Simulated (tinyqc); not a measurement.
Cell and bit-line capacitance from two signals.

Question. In a DRAM a freshly written one gives the bit-line signal (Vd/2) Cs/(Cs + Cb). Find Cs and Cb.

Parameters, values chosen for the exercise:
- Vd = 1.1 V (array voltage)

signal of a fresh one without and with 30 fF added to the bit line (mV): 165  103.12500

Answer. (Vd/2)/signal = 1 + Cb/Cs, and the added capacitance raises it by its ratio to Cs.

Cs = 15.00 fF
Cb = 35.00 fF

Computed by the program tinyqc: `OMP_NUM_THREADS=1 python tinyqc.py 2130082 2130083 out.jsonl`, one thread of a shared Intel Xeon 2.30GHz, about 0.01 s for the whole run.
